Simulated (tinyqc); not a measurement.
Random telegraph noise from one oxide trap in a small MOSFET: one step of the calculation.

An acceptor-like trap exchanges electrons with the channel. Inversion charge Q = Cox u, u = n Vt W0(exp((Vg - VT)/(n Vt))), W0 the Lambert function, n = nf, Cox = eps0 eox/tox; linear regime Id = (W/L) mu Q Vd. Relative to threshold the surface potential rises by Vt ln(u/u0) and the oxide voltage by the rest of Vg - VT, with u0 = n Vt W0(1).

Task. Trap level, time constants and occupancy. N = Cox u/q; dpsi = Vt ln(u/u0); E = E0 - dpsi - (xt/tox)(Vg - VT - dpsi); capture time tc = 1/[(N/zi) vth s0 exp(-xt/lt - EB/Vt)]; emission time te = tc exp(-E/Vt); occupancy te/(tc + te).

Parameters, values chosen for the exercise; values of the order met in silicon transistors: temperature T = 250 K; relative permittivity of the gate insulator (close to hafnium oxide) eox = 22.4; insulator thickness tox = 6 nm; depth of the trap from the channel interface xt = 1.8 nm; trap level above the channel Fermi level at threshold E0 = 0.24 eV; capture prefactor s0 = 2e-15 cm^2; capture barrier (lattice relaxation) EB = 0.29 eV; tunnelling decay length lt = 0.17 nm; thermal velocity vth = 1.1e7 cm/s; thickness of the inversion layer zi = 1.8 nm; threshold voltage VT = 0.32 V; body factor nf = 1.13; gate voltage Vg = 1.01 V.

Constants: q = 1.602176634e-19 C, kB = 1.380649e-23 J/K, Vt = kB T/q, eps0 = 8.8541878128e-14 F/cm where lengths are in cm. Results are converted to the units shown.

Give: u; N; dpsi; E; tc; te; occupancy.

Result.

u = 0.6115 V
N = 1.262e13 cm^-2
dpsi = 0.08167 V
E = -0.02417 eV
tc = 0.01805 s
te = 0.05542 s
occupancy = 0.7543

The trap lies 1.1 Vt below the Fermi level, so it is filled most of the time.

Range of the model: VT is taken as given; short-channel effects and the uneven flow of current among few electrons are left out.

Program tinyqc, `OMP_NUM_THREADS=1 python tinyqc.py 2710062 2710063 out.jsonl`; Intel Xeon 2.30GHz, shared host, one thread, about 0.01 s.
